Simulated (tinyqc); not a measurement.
## Small-signal admittance of a forward-biased p+-n diode: admittance against frequency

Holes injected into a neutral base of width wb with an ohmic contact at its end; low injection, p0 far above the equilibrium density. A small voltage v exp(i w t), w = 2 pi f, modulates the edge density by p0 v/Vt, and the small-signal density obeys Dp d2p/dx2 = (1/tau + i w) p.

L = sqrt(Dp tau); direct current J = (q Dp p0/L) coth(wb/L); k = sqrt(1 + i w tau)/L; diffusion admittance Y = (q Dp p0/Vt) k coth(k wb) = G + i w C_diff; junction capacitance C_j = sqrt(q eps0 eps_r Nd/(2 Vr)) in the depletion approximation, with the remaining barrier Vr = Vt ln(Na/p0), a rough value under forward bias; base-width modulation is left out. Measured admittance 1/[Rs + 1/(Y + i w C_j)].

Parameters, values chosen for the exercise; permittivity close to that of silicon:
- T = 350 K (temperature)
- eps_r = 11.7 (relative permittivity)
- Nd = 1e15 cm^-3 (donor density of the base)
- Dp = 8.2 cm^2/s (hole diffusion coefficient)
- tau = 3e-6 s (hole lifetime)
- wb = 99 um (width of the neutral base)
- p0 = 4.4e13 cm^-3 (excess hole density at the junction edge)
- Na = 4e18 cm^-3 (acceptor density of the p+ side)
- Rs = 0.0023 ohm cm^2 (series resistance)

Constants: q = 1.602176634e-19 C, kB = 1.380649e-23 J/K, Vt = kB T/q, eps0 = 8.8541878128e-14 F/cm where lengths are in cm. Results are converted to the units shown.

The same in every row: C_j (uF/cm^2) = 0.015524.

Result of one run:
```
w tau      G (S/cm^2)  C_diff (uF/cm^2)  measured G (S/cm^2)  measured C (uF/cm^2)  phase of the measured Y (degrees)
0.0037699     0.40096           0.51276              0.40060               0.52731                           0.094775
```

Which signal frequency f gave this result: 200, 10000, 9e5, 4e6 or 2e7 Hz?

f = 200 Hz.

The whole series:
```
f (Hz)      w tau  G (S/cm^2)  C_diff (uF/cm^2)  measured G (S/cm^2)  measured C (uF/cm^2)  phase of the measured Y (degrees)
200     0.0037699     0.40096           0.51276              0.40060               0.52731                           0.094775
700      0.013195     0.40097           0.51276              0.40060               0.52731                            0.33170
3000     0.056549     0.40105           0.51270              0.40068               0.52725                             1.4209
10000     0.18850     0.40192           0.51203              0.40155               0.52658                             4.7103
50000     0.94248     0.42345           0.49566              0.42310               0.51019                             20.748
2e5        3.7699     0.60330           0.37229              0.60301               0.38674                             38.867
9e5        16.965      1.1591           0.19325               1.1592               0.20766                             45.371
4e6        75.398      2.3884          0.093781               2.3925               0.10811                             48.635
2e7        376.99      5.3125          0.042163               5.3648              0.056287                             52.821
```

G starts at J/Vt = 0.401 S/cm^2 and C_diff at (J tau/(2 Vt))(1 - 2 x/sinh 2x) = 0.513 uF/cm^2, x = wb/L = 2.00. Between the last two rows G goes as f^(0.50) and C_diff as f^(-0.50); the limits are 1/2 and -1/2, reached when the signal penetrates only sqrt(Dp/w). The measured C is 0.18 % below C_diff + C_j in the first row and 2.4 % below it in the last, the difference being due to Rs.

Computed by the program tinyqc: `OMP_NUM_THREADS=1 python tinyqc.py 2890205 2890206 out.jsonl`, one thread of a shared Intel Xeon 2.30GHz, about 0.01 s for the whole run.
